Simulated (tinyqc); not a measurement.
Solubility, supersaturation, precipitation and gettering of an impurity in a silicon-like host: one step, computed by the program tinyqc. Command: `OMP_NUM_THREADS=1 python tinyqc.py 3014833 3014834 out.jsonl ripen walk`. One thread of a shared host (Intel(R) Xeon(R) Processor @ 2.30GHz), about 0.01 s of CPU time with the checks.

The wafer was saturated at T1 and is then held at T.

Task: Ham's law for sinks of fixed radius. tau0 = 1/(4 pi n r0 D); C_fixed(t) = C_eq + (C0 - C_eq) exp(-t/tau0). If all excess precipitates, the final radius is r_f = [r0^3 + 3 (C0 - C_eq)/(4 pi n C_p)]^(1/3), with tau_f = 1/(4 pi n r_f D).

Inputs (values chosen for the exercise, modelled on oxygen in silicon):
```
quantity                                   value    unit
temperature of saturation T1                1400       K
anneal temperature T                        1284       K
sink density n                           2.9e+09  1/cm^3
initial sink radius r0                       6.2      nm
impurity density in the precipitate C_p  3.4e+22  1/cm^3
anneal time t                             280000       s
```

D(T) = 1.541799e-11 cm^2/s

C_eq(T) = 7.739825e+16 1/cm^3

C0 = 2.470706e+17 1/cm^3

Give: tau0; C_fixed(t); final radius r_f; tau_f.

Result:

tau0 = 2.8706e+06 s

C_fixed(t) = 2.3130e+17 1/cm^3

final radius r_f = 74.353 nm

tau_f = 2.3937e+05 s

The sinks grow 12.0 times, so the fixed radius underrates the later rate.
